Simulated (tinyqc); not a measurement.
# Threshold-voltage variability of a planar MOSFET, analytic estimates: effect of the correlation length of the roughness

Three independent sources add in quadrature: random dopants in the depleted layer, metal-gate grains of two orientations, and roughness of the two gate edges acting through the roll-off VT = VT(long) - Vr exp(-L/l). These are first-order estimates: no three-dimensional electrostatics, no percolation.

ni = sqrt(Nc Nv) exp(-Eg/(2 Vt)), Eg in volts; Cox = 3.9 eps0/ti; Wd = sqrt(4 eps0 eps_r Vt ln(Na/ni)/(q Na)); dopants: s1 = (q/Cox) sqrt(Na Wd/(3 L W)). Grains: Ng = L W/G^2 (at least 1), s2 = dW sqrt(p (1 - p)/Ng). Edges, with exponential correlation and u = W/La: the mean gate length has sL^2 = 2 De^2 (2/u)[1 - (1 - exp(-u))/u]; s3 = sL (Vr/l) exp(-L/l). s = sqrt(s1^2 + s2^2 + s3^2). l and Vr are held fixed.

Values chosen for this exercise; material values close to those of silicon:
```
symbol,value,unit,meaning
T,300,K,temperature
Eg,1.13,eV,band gap
eps_r,11.6,,relative permittivity of the semiconductor
Nc,2.78e19,cm^-3,conduction-band density of states at T
Nv,2.69e19,cm^-3,valence-band density of states at T
Na,2.5e18,cm^-3,channel doping
ti,1.9,nm,oxide-equivalent thickness in inversion
L,20,nm,gate length
W,91,nm,gate width
G,4,nm,metal grain size
dW,0.15,eV,work-function difference of the two grain orientations
p,0.6,,share of the orientation of higher work function
De,2,nm,rms roughness of one gate edge
l,4.6,nm,decay length of the threshold roll-off
Vr,1,V,prefactor of the roll-off
```

Constants: q = 1.602176634e-19 C, kB = 1.380649e-23 J/K, Vt = kB T/q, eps0 = 8.8541878128e-14 F/cm where lengths are in cm. Results are converted to the units shown.

The same in every row: s1 (mV) = 28.432; s2 (mV) = 6.8900.

Results:
```
La (nm),s3 (mV),s (mV),s sqrt(L W) (mV um)
2,1.6491,29.301,1.2500
5,2.5631,29.367,1.2528
20,4.6646,29.624,1.2638
40,5.8033,29.825,1.2724
80,6.6927,30.011,1.2803
160,7.2658,30.143,1.2860
```

Estimate the missing row, La = 10 nm.

Computed row:
```
La (nm),s3 (mV),s (mV),s sqrt(L W) (mV um)
10,3.5178,29.465,1.2570
```

With this row back in the table: As La goes from 2 to 160 nm, s rises from 29.3 to 30.1 mV. The dopants are the largest source in the first and the last row. The edge term s3 rises from 1.65 to 7.27 mV: a longer correlation averages out less along the width. In every row the depletion depth exceeds L, so source and drain share much of the charge and s1 is rough.

tinyqc, about 0.01 s, one thread, Intel Xeon 2.30GHz (shared host): `OMP_NUM_THREADS=1 python tinyqc.py 2090007 2090008 out.jsonl`
